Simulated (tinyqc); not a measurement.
Single-oscillator infrared dielectric function of a polar cubic crystal. Inputs raised by 10 %, one at a time. Computed by tinyqc, a small Python program. Command: `OMP_NUM_THREADS=1 python tinyqc.py 3023592 3023593 out.jsonl infrared sens`. One thread of a shared host (Intel(R) Xeon(R) Processor @ 2.30GHz), about 0.01 s of CPU time with the checks.

One ion pair, charges +Z* and -Z*, in a cell of volume Omega = a^3/4. Frequencies omega are given as wavenumbers (1/cm); eps_s is the static dielectric constant.

Inputs (values chosen for the exercise, modelled on sodium chloride): lattice constant a = 5.64 angstrom; mass M_A = 22.99 u; mass M_B = 35.45 u; omega_TO = 161 1/cm; Born charge Z* = 1.06 e; eps_inf = 2.33; phonon damping gamma = 6.3 1/cm; probe frequency / omega_TO = 1.59.

Structure: rock salt. Free carriers: absent.

Constants: nu for 1 eV/(angstrom^2 u) = 15.6333042 THz; 1 THz = 33.35640952 1/cm; e^2/(4 pi eps_0) = 14.39964548 eV angstrom.

Method:
- mu = M_A M_B/(M_A + M_B); ionic plasma term W^2 = 4 pi Z*^2 (e^2/(4 pi eps_0))/(Omega mu) in eV/(angstrom^2 u), turned into 1/cm by W = 15.6333042 x 33.35640952 x sqrt(W^2); omega_LO^2 = omega_TO^2 + W^2/eps_inf; eps_s = eps_inf + W^2/omega_TO^2; Szigeti charge 3 Z*/(eps_inf + 2); longitudinal (Callen) charge Z*/eps_inf.
- eps(omega) = eps_inf + W^2/(omega_TO^2 - omega^2 - i gamma omega); n + i k = sqrt(eps) with k >= 0; R = |(n + i k - 1)/(n + i k + 1)|^2 at normal incidence from vacuum.
- omega is the probe ratio times omega_TO. Intensity decays over 1/(4 pi omega k); the loss function is Im(-1/eps).

Runs:
```
input moved                     from      to  omega_LO (1/cm)   eps_s  Szigeti charge (e)  reflectivity R
base run                           -       -           252.70  5.7400             0.73441         0.24382
lattice constant a (angstrom)   5.64   6.204           233.29  4.8920             0.73441         0.01141
mass M_A (u)                   22.99  25.289           248.53  5.5520             0.73441         0.12494
mass M_B (u)                   35.45  38.995           250.00  5.6181             0.73441         0.15686
omega_TO (1/cm)                  161   177.1           263.25  5.1482             0.73441         0.03182
Born charge Z* (e)              1.06   1.166           268.00  6.4561             0.80785         0.77004
eps_inf                         2.33   2.563           245.78  5.9730             0.69691         0.07116
phonon damping gamma (1/cm)      6.3    6.93           252.70  5.7400             0.73441         0.23932
```

Exponents ln(y'/y) / ln(x'/x):
```
input                 omega_LO   eps_s  Szigeti charge  reflectivity R
lattice constant a      -0.839  -1.677            0.00         -32.129
mass M_A                -0.175  -0.349            0.00          -7.015
mass M_B                -0.113  -0.225            0.00          -4.628
omega_TO                 0.429  -1.142            0.00         -21.364
Born charge Z*           0.617   1.234            1.00          12.066
eps_inf                 -0.291   0.417           -0.55         -12.920
phonon damping gamma     0.000   0.000            0.00          -0.195
```

To which inputs is each result most sensitive?

Among the inputs moved here: omega_LO answers most in size to lattice constant a (exponent -0.839), next to Born charge Z* (+0.617); its exponent is below 0.0005 for phonon damping gamma. eps_s answers most in size to lattice constant a (exponent -1.677), next to Born charge Z* (+1.234); its exponent is below 0.0005 for phonon damping gamma. Szigeti charge answers most in size to Born charge Z* (exponent +1.000), next to eps_inf (-0.550); its exponent is below 0.0005 for lattice constant a, mass M_A, mass M_B, omega_TO, phonon damping gamma. Its exponent +1.000 in Born charge Z*: it is proportional to Z*. reflectivity R answers most in size to lattice constant a (exponent -32.129), next to omega_TO (-21.364).
